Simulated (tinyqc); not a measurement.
What each parameter does: six-band k.p model of the valence band of a wurtzite crystal.

At k = 0: E1 = D1c + D2c + Te + Le (pure HH); E2, E3 = Le + u +/- sqrt(u^2 + 2 D3c^2), u = (D1c - D2c + Te)/2, D1c = Dcr, D2c = D3c = Dso/3. The weight of LH in state 2 is fL = (E2 - Le)^2/((E2 - Le)^2 + 2 D3c^2). Relative strengths of transitions to the conduction band: for E perpendicular to c (TE) 1/2, fL/2, (1 - fL)/2; for E along c (TM) 0, 1 - fL, fL, with one momentum element for both directions.

Strain of a c-plane layer: exx = eyy = e_par, ezz = -2 (C13/C33) e_par; Le = D1 ezz + D2 (exx + eyy), Te = D3 ezz + D4 (exx + eyy).

Conduction edge: Ec = (top of the unstrained valence band) + Eg + (a1 + D1) ezz + (a2 + D2)(exx + eyy).

Parameters, chosen for this exercise (near those of AlN; shifted at random, so the results belong to these values and not to a real crystal):
- Dcr = -0.1547 eV (crystal-field splitting)
- Dso = 0.0181 eV (spin-orbit splitting)
- Eg = 6.27 eV (direct gap at Gamma from the top of the unstrained valence band)
- a1 = -3.31 eV (gap potential along c)
- a2 = -11.7 eV (gap potential in the plane)
- D1 = -17.58 eV
- D2 = 7.7 eV
- D3 = 8.7 eV
- D4 = -4.04 eV
- C13 = 111 GPa
- C33 = 378 GPa
- e_par = -0.0034 (exx = eyy of a c-plane layer)

Splittings at k = 0 under the strain, fL and the lowest transition.

Results for these values:

| case | E1 - E2 (meV) | E1 - E3 (meV) | fL | lowest transition (eV) |
|---|---|---|---|---|
| base | -104.45 | 12.69 | 0.0053 | 6.3428 |

What happens to each result for D4 = -3.232 eV, all else kept?

Answer: E1 - E2 falls from -104.45 to -109.91; E1 - E3 falls from 12.69 to 12.66; fL falls from 0.0053 to 0.0049; lowest transition does not change at the printed digits.

The same for each parameter in turn:

| case | E1 - E2 (meV) | E1 - E3 (meV) | fL | lowest transition (eV) |
|---|---|---|---|---|
| base | -104.45 | 12.69 | 0.0053 | 6.3428 |
| D1 = -14.064 eV | -104.45 | 12.69 | 0.0053 | 6.3428 |
| D4 = -3.232 eV | -109.91 | 12.66 | 0.0049 | 6.3428 |
| Dso = 0.02172 eV | -103.50 | 15.37 | 0.0075 | 6.3427 |
| a1 = -2.648 eV | -104.45 | 12.69 | 0.0053 | 6.3441 |
| a2 = -14.04 eV | -104.45 | 12.69 | 0.0053 | 6.3587 |
| Dcr = -0.18564 eV | -135.26 | 12.56 | 0.0033 | 6.3428 |
| C33 = 302.4 GPa | -100.13 | 12.72 | 0.0058 | 6.3411 |
| D3 = 6.96 eV | -107.90 | 12.67 | 0.0050 | 6.3428 |

D1 and D2 shift all valence edges and the conduction edge alike, so they drop out of splittings and transitions.

Program tinyqc; command `OMP_NUM_THREADS=1 python tinyqc.py 1050788 1050789 out.jsonl`; about 0.01 s on one thread of a shared Intel(R) Xeon(R) Processor @ 2.30GHz.
